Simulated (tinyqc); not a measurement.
Atomic layer deposition: Langmuir saturation, growth per cycle and coating of deep features: one step, computed by the program tinyqc. Command: `OMP_NUM_THREADS=1 python tinyqc.py 3025648 3025649 out.jsonl ald walk`. One thread of a shared host (Intel(R) Xeon(R) Processor @ 2.30GHz), about 0.01 s of CPU time with the checks.

Precursor A sticks only on free sites, so a long enough pulse saturates; co-reactant B then frees the sites again.

Task: The first four cycles. One cycle from coverage th0: pulse A gives th1 = th_s + (th0 - th_s) exp(-(k_a + k_d) t), th_s = k_a/(k_a + k_d); the purge leaves th2 = th1 exp(-k_d t_p); pulse B converts c_B th2 into film and leaves th3 = (1 - c_B) th2. Growth = G c_B th2. Start from th0 = 0.

Inputs (values chosen for the exercise, modelled on silicon dioxide from an aminosilane and ozone):

| quantity | value | unit |
|---|---|---|
| growth per cycle at saturation G | 1.2 | angstrom |
| temperature T | 200 | C |
| pulse time t | 0.52 | s |
| co-reactant completion per pulse c_B | 0.99 | - |
| purge time t_p | 4.6 | s |

k_a = 39.58759 1/s

k_d = 2.418749e-04 1/s

Give: Cycles.

Result:

Cycles:

| cycle | th0 | th1 | th2 | th3 | growth (angstrom) |
|---|---|---|---|---|---|
| 1 | 0.000000 | 1.0000 | 0.9989 | 0.009989 | 1.187 |
| 2 | 0.009989 | 1.0000 | 0.9989 | 0.009989 | 1.187 |
| 3 | 0.009989 | 1.0000 | 0.9989 | 0.009989 | 1.187 |
| 4 | 0.009989 | 1.0000 | 0.9989 | 0.009989 | 1.187 |
